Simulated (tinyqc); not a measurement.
# Worked calculation: front-illuminated p-i-n photodiode, quantum efficiency and bandwidth

Computed by the program tinyqc: `OMP_NUM_THREADS=1 python tinyqc.py 2250015 2250016 out.jsonl`, one thread of a shared Intel Xeon 2.30GHz, about 0.01 s for the whole run. Printed values are rounded.

Light enters through a p layer (0 to xp), a depleted layer (xp to xp + wi) and a thick n substrate, decaying as exp(-al x); one pass, no back reflection. Carriers made in the depleted layer are all collected; those in the neutral layers diffuse.

Inputs (values chosen for the exercise); values close to those of germanium at this wavelength: wavelength lam = 1550 nm; absorption coefficient al = 1480 1/cm; reflectance of the front face Rf = 0.02; relative permittivity eps_r = 16.7; thickness of the front p layer xp = 0.26 um; thickness of the depleted layer wi = 17 um; electron diffusion coefficient in the p layer Dn = 12 cm^2/s; electron diffusion length in the p layer Ln = 0.21 um; recombination velocity of the front surface S = 5e5 cm/s; hole diffusion length in the thick n substrate Lp = 4.8 um; electron drift velocity ve = 5.74e6 cm/s; hole drift velocity vh = 4.23e6 cm/s; diameter dia = 16 um; load resistance RL = 50 ohm; parasitic capacitance Cp = 30 fF; modulation frequency f = 2 GHz.

Constants: q = 1.602176634e-19 C, h = 6.62607015e-34 J s, c = 299792458 m/s, eps0 = 8.8541878128e-14 F/cm where lengths are in cm. Results are converted to the units shown.

## Quantum efficiency

k = al Ln, s = S Ln/Dn, e = exp(-al xp); front layer f1 = (k/(k^2 - 1)) {[s + k - e (s cosh(xp/Ln) + sinh(xp/Ln))]/[s sinh(xp/Ln) + cosh(xp/Ln)] - k e}; depleted layer f2 = e (1 - exp(-al wi)); substrate f3 = e exp(-al wi) al Lp/(1 + al Lp); external efficiency (1 - Rf)(f1 + f2 + f3); responsivity = efficiency q lam/(h c).

s = 0.875
f1 = 0.0218634
f2 = 0.884518
f3 = 0.0322856
external efficiency = 0.919894
responsivity = 1.15001 A/W

The front layer absorbs 3.77 % of the light that enters and collects 57.9 % of that. Diffusion from the neutral layers makes up 5.77 % of the current.

## Response at one frequency

Drift response for pairs made in the depleted layer, a = al wi, g = 1 - exp(-a), u = 2 pi i f, te = wi/ve, th = wi/vh: electrons He = [g - a (exp(-a) - exp(-u te))/(u te - a)]/(u te g), holes Hh = [g - a (1 - exp(-a - u th))/(a + u th)]/(u th g); C = eps0 eps_r pi (dia/2)^2/wi + Cp; total |He + Hh|/sqrt(1 + (2 pi f RL C)^2), for the current of the depleted layer alone.

te = 296.167 ps
th = 401.891 ps
He = 0.074131-0.427123i
Hh = 0.086937-0.162875i
|He + Hh| = 0.611589
C = 31.7488 fF
total response = 0.611468

The drift response alone falls to 1/sqrt(2) at 1.69 GHz and the RC term alone at 100 GHz; together they give 1.69 GHz.
